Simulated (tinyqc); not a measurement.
Metal-induced gap states at the contact of a metal chain and a two-band chain: one step. Pinning factor. Three cases, with inputs chosen for the exercise.

Problem. Gap states per area N = 2 Ds/a^2 (two spins). Charge in them sits a distance xi from the metal, so S = 1/(1 + 4 pi e^2 N xi/eps), e^2 meaning e^2/(4 pi eps0); S is the change of the barrier per change of the metal work function.

Constants: e^2/(4 pi eps0) = 14.39964547 eV angstrom.

Give: N; 4 pi e^2 N xi/eps; S.

Case 1.

Values chosen (out of a larger set: gap and optical dielectric constant near those of GaAs; the chain itself is a model; not measured data): a = 4 angstrom (period (two sites); one chain for each area a^2); eps = 10.7 (dielectric constant).

Ds, the density per spin summed over the semiconductor = 0.2937662 1/eV
xi, the decay length of the density = 6.45319 angstrom

Solution.

N = 3.672e+14 1/(eV cm^2)
4 pi e^2 N xi/eps = 4.0074
S = 0.1997

Strong pinning, near the Bardeen limit S = 0.

Case 2.

Values chosen (out of a larger set: gap and optical dielectric constant near those of GaN; the chain itself is a model; not measured data): a = 3.19 angstrom (period (two sites); one chain for each area a^2); eps = 5.3 (dielectric constant).

Ds, the density per spin summed over the semiconductor = 0.0560347 1/eV
xi, the decay length of the density = 2.53329 angstrom

Solution.

N = 1.101e+14 1/(eV cm^2)
4 pi e^2 N xi/eps = 0.9525
S = 0.5122

Partial pinning, between the Bardeen (0) and Schottky (1) limits.

Case 3.

Values chosen (out of a larger set: gap and optical dielectric constant near those of Ge; the chain itself is a model; not measured data): a = 4 angstrom (period (two sites); one chain for each area a^2); eps = 15.5 (dielectric constant).

Ds, the density per spin summed over the semiconductor = 0.4631475 1/eV
xi, the decay length of the density = 14.19042 angstrom

Solution.

N = 5.789e+14 1/(eV cm^2)
4 pi e^2 N xi/eps = 9.5908
S = 0.0944

Strong pinning, near the Bardeen limit S = 0.

Computed by tinyqc, one run a case: `OMP_NUM_THREADS=1 python tinyqc.py N N+1 out.jsonl` with N = 1450988, 1451558, 1451634; one thread of a shared Intel(R) Xeon(R) Processor @ 2.30GHz, about 0.01 s a run at most.
